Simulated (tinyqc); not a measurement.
# Scale length and length offset from two DIBL values

Inverse problem. DIBL = exp(-Le/(2 l)) + 2 exp(-Le/l) with Le = L - dL. Find l, dL and the drawn length for a DIBL of 100 mV/V.

DIBL at drawn lengths 120 and 210 nm (mV/V): 82.934794  9.5435296

Answer. With e = exp(-Le/(2 l)), 2 e^2 + e = DIBL gives e and so Le/l at each length; Le/l is a straight line in L with slope 1/l.

l = 22.00 nm
dL = 4.500 nm
length for 100 mV/V = 112.8 nm

Numbers from tinyqc (`OMP_NUM_THREADS=1 python tinyqc.py 2002194 2002195 out.jsonl`; about 0.01 s on one thread of a shared Intel Xeon 2.30GHz).
